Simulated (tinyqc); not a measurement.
Extended Hueckel theory, for BeH2, step by step. Computed by tinyqc, a small Python program that keeps every step (integrals from PySCF). Settings: charge = 0, K = 2.0, multiplicity = 1. Command: `OMP_NUM_THREADS=1 python tinyqc.py 22041 22042 out.jsonl` (the two numbers bound the seeds that draw the settings). One thread of a shared host (Intel(R) Xeon(R) Processor @ 2.60GHz), about 0.01 s of CPU time with the checks.

## Overlaps

Geometry (angstrom):
```
atom       x        y       z
Be    0.0000   0.0000  0.0000
H     0.0000   1.3470  0.0840
H     0.0000  -1.3470  0.0840
```

Parameters chosen for this run:
```
element  shell  Slater exponent  H_ii (eV)
H           1s           1.3000   -13.6000
Be          2s           0.9750   -10.0000
Be          2p           0.9750    -6.0000
```

Slater orbitals, each expanded in six Gaussians scaled to its exponent.

overlap S:
```
         1Be 2s  1Be 2px  1Be 2py  1Be 2pz   2H 1s    3H 1s
1Be 2s   1.0000   0.0000   0.0000   0.0000  0.4497   0.4497
1Be 2px  0.0000   1.0000   0.0000   0.0000  0.0000   0.0000
1Be 2py  0.0000   0.0000   1.0000   0.0000  0.5395  -0.5395
1Be 2pz  0.0000   0.0000   0.0000   1.0000  0.0336   0.0336
2H 1s    0.4497   0.0000   0.5395   0.0336  1.0000   0.0297
3H 1s    0.4497   0.0000  -0.5395   0.0336  0.0297   1.0000
```

## Wolfsberg-Helmholz matrix

diagonal H_ii (eV): 1Be 2s -10.0000, 1Be 2px -6.0000, 1Be 2py -6.0000, 1Be 2pz -6.0000, 2H 1s -13.6000, 3H 1s -13.6000

K = 2.0000

H_ij = K' S_ij (H_ii + H_jj)/2 for i != j (the diagonal keeps H_ii), with K' = 2.

H (eV):
```
           1Be 2s  1Be 2px   1Be 2py  1Be 2pz     2H 1s     3H 1s
1Be 2s   -10.0000   0.0000    0.0000   0.0000  -10.6132  -10.6132
1Be 2px    0.0000  -6.0000    0.0000   0.0000    0.0000    0.0000
1Be 2py    0.0000   0.0000   -6.0000   0.0000  -10.5748   10.5748
1Be 2pz    0.0000   0.0000    0.0000  -6.0000   -0.6595   -0.6595
2H 1s    -10.6132   0.0000  -10.5748  -0.6595  -13.6000   -0.8076
3H 1s    -10.6132   0.0000   10.5748  -0.6595   -0.8076  -13.6000
```

## Orbitals

valence electrons = 4

Solve H C = S C e through S^(-1/2); fill by pairs from the bottom, a degenerate level sharing its electrons equally; each orbital has its largest coefficient positive (the first on a tie).

orbital energies (eV): -16.7384  -14.7754  -6.0180  -6.0000  7.9031  25.6162

occupations: 2.0000  2.0000  0.0000  0.0000  0.0000  0.0000

coefficients:
```
            MO1      MO2      MO3     MO4      MO5      MO6
1Be 2s   0.4294   0.0000  -0.0780  0.0000   1.2078   0.0000
1Be 2px  0.0000   0.0000   0.0000  1.0000   0.0000   0.0000
1Be 2py  0.0000   0.3139   0.0000  0.0000   0.0000   1.5497
1Be 2pz  0.0084   0.0000   0.9966  0.0000   0.1016   0.0000
2H 1s    0.4689   0.5290   0.0196  0.0000  -0.7631  -1.0042
3H 1s    0.4689  -0.5290   0.0196  0.0000  -0.7631   1.0042
```

sum of one-electron energies = -63.0276 eV

## Mulliken analysis

P = C n C^T; charge = valence electrons (H 1, Be 2) minus the sum of (P S)_ii on the atom; overlap population = 2 sum P_ij S_ij between two atoms.

charges: 1Be 0.7129, 2H -0.3565, 3H -0.3565

Overlap populations:
```
pair      value
2-1    0.721088
3-1    0.721088
3-2   -0.007129
```
